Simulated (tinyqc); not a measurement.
Field-effect mobility of a thin-film transistor with band-tail and deep states (multiple trapping): one step, computed by the program tinyqc.

A thick film in accumulation at small drain voltage. Only free electrons move; trapped ones still screen the gate. N_c and mu_0 are held fixed when T changes, leaving out the T^(3/2) growth of N_c. x = E_0 - psi is the distance of the Fermi level below the band edge.

Task: Free and trapped densities. F_j(eta) = int_0^infinity x^j/(1 + exp(x - eta)) dx, without a gamma-function factor. Integrals over x = E/(k_B T) use 160 Gauss-Legendre points in u = sqrt(x) from 0 to sqrt(max(eta, 0) + 32). Free n(x) = N_c (2/sqrt(pi)) F_1/2(-x/k_B T), with F_1/2 from its two-term series in exp(-x/k_B T) for x >= 12 k_B T; tail n_t(x) = int_0^1.2eV g_t exp(-E/E_t)/(1 + exp((x - E)/k_B T)) dE, E counted down from the edge, 120 Gauss-Legendre points; deep charge g_d psi; space charge rho(psi) = n + n_t + g_d psi less its value at psi = 0.

Inputs (values chosen for the exercise, modelled on amorphous silicon):

| quantity | value | unit |
|---|---|---|
| effective density of states N_c | 2e+20 | 1/cm^3 |
| tail density at the edge g_t | 4.1e+21 | 1/(eV cm^3) |
| tail width E_t | 48 | meV |
| temperature T | 350 | K |

Deep states: included.

Constants: k_B = 8.617333262e-05 eV/K.

Give: Local densities at x = 0.4, 0.3, 0.2, 0.15, 0.1, 0.05, 0 and -0.05 eV.

Result:

Local densities at x = 0.4, 0.3, 0.2, 0.15, 0.1, 0.05, 0 and -0.05 eV:

| x (eV) | n (1/cm^3) | n_t (1/cm^3) | n/(n + n_t) |
|---|---|---|---|
| 0.40 | 3.478e+14 | 1.009e+17 | 0.0034 |
| 0.30 | 9.577e+15 | 7.994e+17 | 0.0118 |
| 0.20 | 2.636e+17 | 6.110e+18 | 0.0414 |
| 0.15 | 1.381e+18 | 1.626e+19 | 0.0783 |
| 0.10 | 7.171e+18 | 4.062e+19 | 0.1500 |
| 0.05 | 3.578e+19 | 8.859e+19 | 0.2877 |
| 0.00 | 1.530e+20 | 1.486e+20 | 0.5073 |
| -0.05 | 4.695e+20 | 1.838e+20 | 0.7186 |

E_t/k_B T = 1.59: deep in the tail n_t follows exp(-x/E_t), more slowly than n, so the free share grows as the Fermi level rises.
